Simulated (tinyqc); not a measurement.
# From C12 back to three-body strength lambda

Model: Stillinger-Weber potential for a tetrahedral semiconductor. Computed by tinyqc, a small Python program. Command: `OMP_NUM_THREADS=1 python tinyqc.py 3024651 3024652 out.jsonl swsi inv`. One thread of a shared host (Intel(R) Xeon(R) Processor @ 2.30GHz), about 0.08 s of CPU time with the checks.

With x = r/sigma: pair term eps A (B x^-4 - 1) exp(1/(x - a)); for each pair of neighbours j, k of atom i, three-body term eps lambda exp(gamma/(x_ij - a) + gamma/(x_ik - a)) (cos theta_jik + 1/3)^2; both vanish beyond x = a. A = 7.049556277, B = 0.6022245584, a = 1.8.

Inputs (values chosen for the exercise, modelled on silicon): energy scale eps = 2.077 eV; length scale sigma = 2.105 angstrom; gamma = 1.2.

Constants: 1 eV/angstrom^3 = 160.2176634 GPa.

Method. All angles are tetrahedral, so only the pair term acts; its minimum lies at x = 2^(1/6) with depth eps, and second neighbours lie beyond the cut-off. a0 = 4 d/sqrt3; E = -2 eps per atom. Second derivatives of the energy per atom, volume a0^3/8: e_xx gives C11, e_xx = -e_yy gives 2 (C11 - C12), e_xy = e_yx = h/2 gives the unrelaxed C44(0). Under that shear the second sublattice shifts by u_z; minimising over u_z gives C44 = C44(0) - E_hu^2/(E_uu V) and Kleinman's zeta = |E_hu/E_uu|/(a0/4). The optical force constant is k = 4 E_uu, with M omega^2 = k at the zone centre.

Question. A run gave the result below. Find the three-body strength lambda, known to lie between 16 and 30.

C12 = 70.84944 GPa

Answer.

Each step takes the trial c = (a f_b - b f_a)/(f_b - f_a), f being the result less the target and a, b, c the logarithms of the listed values; c replaces end b, the old b replaces a if the sign of f changed, and otherwise f_a is halved.

Scan of the range:
```
three-body strength lambda  C12 (GPa)
16.0                          77.7981
17.8                          75.7742
19.7                          73.6379
21.9                          71.1643
24.3                          68.4658
27.0                          65.4300
30.0                          62.0569
```

False position (Illinois rule, in the logarithm of the input) inside the bracket:
```
step    end a    end b    trial  C12 (GPa)
1     21.9000  24.3000  22.1673    70.8637
2     24.3000  22.1673  22.1794    70.8501
3     24.3000  22.1794  22.1805    70.8489
4     22.1794  22.1805  22.1800    70.8494
```

C12 falls at every point of a 13-point scan of the range (every second point is shown), so one value fits; it is bracketed by 21.9 and 24.3. The scan shows a straight line, so linear interpolation between any two rows gives the answer at once. Answer: three-body strength lambda = 22.18.
